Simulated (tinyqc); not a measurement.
# Implanted layer, carriers, mobility and sheet resistance: two studies

An n-type layer from the surface x = 0 to the junction xj, N(x) = N0 exp(-(x - Rp)^2/(2 sg^2)). Local neutrality (no depletion at surface or junction, no spilling of carriers), intrinsic carriers neglected, full ionisation of active dopants.

Parameters, values chosen for the exercise; values close to those of phosphorus in silicon over a p-type background:
- T = 300 K (temperature)
- Nb = 8.1e14 cm^-3 (background doping of the opposite type)
- N0 = 6.8e18 cm^-3 (peak chemical concentration)
- m1 = 69.6 cm^2/(V s) (mobility limit at high doping)
- m2 = 1440 cm^2/(V s) (mobility limit at low doping, at 300 K)
- Nr = 9.05e16 cm^-3 (reference doping of the mobility law)
- am = 0.719 (exponent of the mobility law)
- bt = 2 (temperature exponent of m2)
- Ns = 3.96e20 cm^-3 (solubility limit of active dopant)
- sg = 78 nm (straggle after annealing)
- Rp = 120 nm (projected range)

Constants: q = 1.602176634e-19 C. Results are converted to the units shown.

Each table varies one quantity; the others keep the values above.

## Effect of the peak chemical concentration

xj = Rp + sg sqrt(2 ln(N0/Nb)). Active dopant A = min(N, Ns); n = A - Nb; mobility mu = m1 + (m2 (T/300 K)^(-bt) - m1)/(1 + ((A + Nb)/Nr)^am). Dose = integral of N, carrier sheet density = integral of n, 1/Rs = q integral of n mu, mean mobility 1/(q Rs sheet density), Hall mobility (unit Hall factor) = integral of n mu^2 over integral of n mu, Hall sheet density = (integral of n mu)^2/integral of n mu^2; all from 0 to xj. Integrals on 4000 steps.

Effect of the peak chemical concentration:
```
N0 (cm^-3)	xj (nm)	dose (cm^-2)	carriers (cm^-2)	Rs (ohm/square)	mean mobility (cm^2/(V s))	Rs xj (ohm nm)	Hall/true sheet density
5.3e17	400.9	9.719e12	9.686e12	1441	447.2	5.777e5	0.9373
1.5e18	422.6	2.751e13	2.747e13	799.2	284.3	3.377e5	0.8988
3.9e18	441.2	7.153e13	7.149e13	460.5	189.6	2.032e5	0.8758
1.1e19	460.3	2.017e14	2.017e14	236.7	130.7	1.090e5	0.8810
2.9e19	477.2	5.319e14	5.318e14	115.8	101.3	5.527e4	0.9117
7.9e19	493.9	1.449e15	1.449e15	50.41	85.46	2.490e4	0.9493
2.2e20	510.2	4.035e15	4.035e15	20.00	77.33	1.021e4	0.9766
5.9e20	525.3	1.082e16	9.091e15	9.274	74.02	4872	0.9888
1.6e21	540.0	2.934e16	1.139e16	7.447	73.56	4021	0.9915
```

What does the table show?

As N0 goes from 5.3e17 to 1.6e21, xj rises from 401 to 540 nm, Rs falls from 1440 to 7.45 ohm/square, the mean mobility falls from 447 to 73.6 cm^2/(V s) and the share of the dose that conducts goes from 99.7 through a maximum of 100 (at N0 = 7.9e19 and 2.2e20 among the rows listed) to 38.8 %. Rs goes as dose^(-0.57) at the low end and dose^(-0.22) at the high end; constant mobility and activation would give -1. Above N0 = Ns = 3.96e20 cm^-3 added dopant only widens the clipped top.

## Effect of the straggle after annealing

Same model as above.

Integrals on 4000 steps.

Result of one run:
```
sg (nm)	xj (nm)	dose (cm^-2)	carriers (cm^-2)	Rs (ohm/square)	mean mobility (cm^2/(V s))	Rs xj (ohm nm)	Hall/true sheet density
95	523.8	1.452e14	1.452e14	282.6	152.2	1.480e5	0.8687
```

What becomes of these results when the straggle after annealing sg is changed from 95 to 29 nm, all else the same?

Result of the changed run:
```
sg (nm)	xj (nm)	dose (cm^-2)	carriers (cm^-2)	Rs (ohm/square)	mean mobility (cm^2/(V s))	Rs xj (ohm nm)	Hall/true sheet density
29	243.3	4.943e13	4.941e13	774.4	163.1	1.884e5	0.8183
```

The whole series:
```
sg (nm)	xj (nm)	dose (cm^-2)	carriers (cm^-2)	Rs (ohm/square)	mean mobility (cm^2/(V s))	Rs xj (ohm nm)	Hall/true sheet density
29	243.3	4.943e13	4.941e13	774.4	163.1	1.884e5	0.8183
43	302.8	7.310e13	7.308e13	529.3	161.4	1.603e5	0.8479
64	392.1	1.058e14	1.057e14	378.9	155.8	1.485e5	0.8759
95	523.8	1.452e14	1.452e14	282.6	152.2	1.480e5	0.8687
140	715.1	1.919e14	1.919e14	214.3	151.8	1.533e5	0.8554
210	1013	2.563e14	2.563e14	158.9	153.3	1.609e5	0.8437
310	1438	3.438e14	3.437e14	116.9	155.3	1.681e5	0.8356
```

As sg goes from 29 to 310, xj rises from 243 to 1440 nm, Rs falls from 774 to 117 ohm/square, the mean mobility goes from 163 through a minimum of 152 (at sg = 140 among the rows listed) to 155 cm^2/(V s) and the share of the dose that conducts stays near 100 %. The peak N0 is held, so the dose changes too. Rs goes as sg^(-0.80) over the table.

Numbers from tinyqc (`OMP_NUM_THREADS=1 python tinyqc.py 2110170 2110171 out.jsonl`; about 0.01 s on one thread of a shared Intel Xeon 2.30GHz).
